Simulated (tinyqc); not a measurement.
Smearing for a one-band metal on the simple cubic lattice: one step. Occupations and energies. Two cases, with inputs chosen for the exercise.

Question. Converge mu, then list x, f and s of each level and form the sums.

With x = (E_k - mu)/sigma: Gaussian f = erfc(x)/2, s = exp(-x^2)/(2 sqrt(pi)). With weights w = points/N^d (d the dimension), mu solves 2 sum w f = ne; E = 2 sum w f E_k, S = 2 sum w s, F = E - sigma S.

Case 1.

Values chosen: ne = 0.68 (electrons per cell); sigma = 0.121 eV (width).

Distinct levels:
```
E_k (eV)   points
-7.380000       1
-5.652542       6
-3.944183      12
-2.857458       6
-2.254922       8
-1.180000      24
0.478359       24
1.534183       12
3.161641       24
5.794922        8
```

Case 2.

Values chosen: ne = 1.23 (electrons per cell); sigma = 0.25 eV (width).

Distinct levels:
```
E_k (eV)   points
-2.880000       1
-2.244296       6
-1.589493      12
-1.215704       6
-0.915592       8
-0.530000      24
0.174803       24
0.579493       12
1.315197       24
2.505592        8
```

Give: mu; x, f and s of each level; E; S; F; (E + F)/2.

Answer.

Case 1.

mu = -1.2026 eV

x, f and s of each level:
```
E_k (eV)       x       f       s
-7.3800   -51.05  1.0000  0.0000
-5.6525   -36.78  1.0000  0.0000
-3.9442   -22.66  1.0000  0.0000
-2.8575   -13.68  1.0000  0.0000
-2.2549    -8.70  1.0000  0.0000
-1.1800     0.19  0.3958  0.2724
0.4784     13.89  0.0000  0.0000
1.5342     22.62  0.0000  0.0000
3.1616     36.07  0.0000  0.0000
5.7949     57.83  0.0000  0.0000
```

E = -2.1603 eV
S = 0.1046
F = -2.1730 eV
(E + F)/2 = -2.1666 eV

Levels with f between 0.001 and 0.999: 1. (E + F)/2 removes the term in sigma^2 for this scheme. That argument needs a smooth density of states, and the number of distinct levels within 2 sigma of mu is only 1, so it may fail on this mesh.

Case 2.

mu = 0.3192 eV

x, f and s of each level:
```
E_k (eV)       x       f       s
-2.8800   -12.80  1.0000  0.0000
-2.2443   -10.25  1.0000  0.0000
-1.5895    -7.63  1.0000  0.0000
-1.2157    -6.14  1.0000  0.0000
-0.9156    -4.94  1.0000  0.0000
-0.5300    -3.40  1.0000  0.0000
0.1748     -0.58  0.7929  0.2021
0.5795      1.04  0.0704  0.0954
1.3152      3.98  0.0000  0.0000
2.5056      8.75  0.0000  0.0000
```

E = -0.9431 eV
S = 0.0959
F = -0.9671 eV
(E + F)/2 = -0.9551 eV

Levels with f between 0.001 and 0.999: 2. (E + F)/2 removes the term in sigma^2 for this scheme. That argument needs a smooth density of states, and the number of distinct levels within 2 sigma of mu is only 2, so it may fail on this mesh.

Computed by tinyqc, one run a case: `OMP_NUM_THREADS=1 python tinyqc.py N N+1 out.jsonl` with N = 1650141, 1651566; one thread of a shared Intel(R) Xeon(R) Processor @ 2.30GHz, about 0.3 s a run at most.
